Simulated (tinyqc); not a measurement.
Shallow donor in an anisotropic valley (effective-mass theory): one step. Energy of one trial function. Two cases, with inputs chosen for the exercise.

Question. Evaluate T, V and E. Scaling both radii by f changes T to T/f^2 and V to V/f, so the best factor is f = -2T/V, with energy -V^2/(4T).

One valley: H = -c [(d2/dx2 + d2/dy2)/mt + (d2/dz2)/ml] - q/(eps r), c = hbar^2/2m0, q = e^2/(4 pi eps0). Trial function exp(-sqrt((x^2 + y^2)/a^2 + z^2/b^2)) with a > b: T = (c/3)(2/(mt a^2) + 1/(ml b^2)), V = -(q/eps) atan(u/b)/u, u = sqrt(a^2 - b^2). The central cell of the impurity is left out.

Constants: hbar^2/2m0 = 3.80998211 eV angstrom^2; e^2/(4 pi eps0) = 14.39964547 eV angstrom.

Case 1.

Values chosen (near those of 3C SiC; shifted at random, so the results belong to these values and not to a real crystal): ml = 0.659 m0 (longitudinal mass); mt = 0.26 m0 (transverse mass); eps = 9.7 (dielectric constant); a = 19.8 angstrom (trial radius across the axis); b = 11.8 angstrom (trial radius along the axis).

Case 2.

Values chosen (near those of AlAs; shifted at random, so the results belong to these values and not to a real crystal): ml = 1.112 m0 (longitudinal mass); mt = 0.189 m0 (transverse mass); eps = 10 (dielectric constant); a = 16.6 angstrom (trial radius across the axis); b = 10.1 angstrom (trial radius along the axis).

Give: T; V; E; best scale factor; energy after scaling.

Answer.

Case 1.

T = 38.759 meV
V = -87.049 meV
E = -48.290 meV
best scale factor = 0.8905
energy after scaling = -48.876 meV

The virial ratio -V/T is 2.246; it is 2 at the best scale. Scaling gains 0.586 meV.

Case 2.

T = 59.966 meV
V = -100.201 meV
E = -40.235 meV
best scale factor = 1.1969
energy after scaling = -41.858 meV

The virial ratio -V/T is 1.671; it is 2 at the best scale. Scaling gains 1.623 meV.

Computed by tinyqc, one run a case: `OMP_NUM_THREADS=1 python tinyqc.py N N+1 out.jsonl` with N = 1280795, 1281162; one thread of a shared Intel(R) Xeon(R) Processor @ 2.30GHz, about 0.01 s a run at most.
